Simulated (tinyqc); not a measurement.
# Current of a Schottky diode by thermionic-emission-diffusion theory, and its read-back from I-V-T and C-V data, step by step

A worked calculation. Computed by tinyqc, a small Python program that keeps every step. Command: `OMP_NUM_THREADS=1 python tinyqc.py 3020561 3020562 out.jsonl schottky walk`. One thread of a shared host (Intel(R) Xeon(R) Processor @ 2.30GHz), about 0.01 s of CPU time with the checks. Intermediate numbers are printed to about 6 digits and carried at full precision; extremes and crossings named in words are read from the listed rows.

Full ionisation, no tunnelling, no recombination current. V is the voltage across the junction itself, forward positive.

Inputs (values chosen for the exercise, modelled on n-type silicon):
```
quantity                                     value           unit
Richardson constant A*                         113   A/(cm^2 K^2)
effective density of states at 300 K, N_c  2.9e+19         1/cm^3
permittivity eps                              11.7              -
mobility mu                                   1400     cm^2/(V s)
barrier without image force phi_0 (mean)     0.675             eV
doping N                                   5.5e+16         1/cm^3
series resistance R_s                         0.41  milliohm cm^2
junction voltage V                            0.25              V
temperature T                                  350              K
standard deviation sigma                        94            meV
relative change of sigma^2 with bias, rho      0.3            1/V
```

Barrier: Gaussian spread of heights.

Constants: k_B = 8.617333262e-05 eV/K; e = 1.602176634e-19 C; eps_0 = 8.8541878128e-12 F/m.

## Barrier at the given bias

N_c(T) = N_c (T/300 K)^(3/2); V_bi = phi_0 - (k_B T/e) ln(N_c(T)/N); surface field F = sqrt(2 e N (V_bi - V - k_B T/e)/(eps eps_0)); image lowering d_phi = sqrt(e F/(4 pi eps eps_0)); effective barrier phi = phi_0 - d_phi - sigma^2 (1 - rho V)/(2 k_B T).

built-in voltage V_bi = 0.478988 V

surface field F = 58.1596 kV/cm

image lowering = 26.7543 meV

effective barrier phi = 0.512750 eV

Caution: the current comes from the far low tail of the Gaussian, where pinch-off of small patches makes the formula unreliable.

## Current

Collection velocity v_R = A* T^2/(e N_c(T)); diffusion velocity v_D = mu F; J = e N_c(T) v_R/(1 + v_R/v_D) exp(-phi/k_B T) [exp(e V/k_B T) - 1]. Terminal voltage V + J R_s.

v_R = 2.36421e+06 cm/s

v_D = 8.14235e+07 cm/s

current density J = 2214.35 A/cm^2

terminal voltage = 1.15788 V

v_D/v_R = 34.4: emission over the barrier limits the current.

## Read-back from the I-V curve

Ideality n = (e/k_B T)/(d ln J/dV) by a central difference of +/- 1 mV; J_0 = J exp(-e V/(n k_B T)); apparent barrier phi_IV = k_B T ln(A* T^2/J_0); a C-V plot gives phi_CV = phi_0, the mean without lowering.

ideality factor n = 1.08634

extrapolated J_0 = 1.07522 A/cm^2

apparent barrier phi_IV = 0.493752 eV

phi_CV - phi_IV = 181.248 meV

n exceeds 1 because forward bias lowers the field, which weakens the image lowering, and narrows the spread of barriers.

## Temperature series and Richardson plot

A least-squares line of ln(J_0/T^2) against 1/(k_B T) gives a barrier (minus the slope) and a Richardson constant (exp of the intercept).

At the same junction voltage:
```
T (K)  1/k_B T (1/eV)        n  J_0 (A/cm^2)  phi_IV (eV)  ln(J_0/T^2)
200           58.0226  1.11294   1.01440e-03     0.382911     -17.4901
250           46.4181  1.09738   1.22581e-02     0.434570     -15.4445
300           38.6817  1.08932   1.33929e-01     0.469095     -13.4180
350           33.1558  1.08634   1.07522e+00     0.493752     -11.6433
400           29.0113  1.08817   6.39062e+00     0.512059     -10.1281
450           25.7878  1.09703   2.97086e+01     0.525614      -8.8271
```

barrier from the Richardson plot = 0.268835 eV

Richardson constant from the plot = 0.0844522 A/(cm^2 K^2)

From 200 to 450 K n goes from 1.113 to 1.097 and phi_IV from 0.383 to 0.526 eV. The plot returns 0.269 eV against phi_0 = 0.675 and a constant 7.47e-4 times the true A*: a spread of barriers lets cold carriers pick the low patches, which bends the plot and lowers both numbers.

## Forward curve with series resistance

Terminal voltage V + J R_s; apparent ideality from neighbouring rows, (e/k_B T) dV_terminal/d ln J.

Forward curve; the last column belongs to the interval up to the next row:
```
V (V)   J (A/cm^2)  terminal voltage (V)   apparent n
0.105  2.48374e+01           1.15183e-01  1.72987e+00
0.145  8.74441e+01           1.80852e-01  3.46666e+00
0.186  3.11040e+02           3.13527e-01  9.55163e+00
0.227  1.09605e+03           6.76381e-01  3.02635e+01
0.267  3.71751e+03           1.79118e+00  1.01296e+02
0.308  1.28729e+04           5.58587e+00  3.44824e+02
0.349  4.38809e+04           1.83401e+01  1.13186e+03
0.389  1.40936e+05           5.81727e+01            -
```

The resistance takes over where J R_s exceeds k_B T/e, at J = 73.6 A/cm^2; the apparent ideality climbs from 1.73 to 1130, so barrier and n must be read below that current. Rows where the resistance drops more than 1 V are formal, since self-heating is left out.

Checks made by the program: v_D = mu F against the drift-diffusion integral over the parabolic barrier, a ratio 2 y Dawson(y) with y^2 = (V_bi - V)/(k_B T/e) - 1 (relative difference 1e-01).
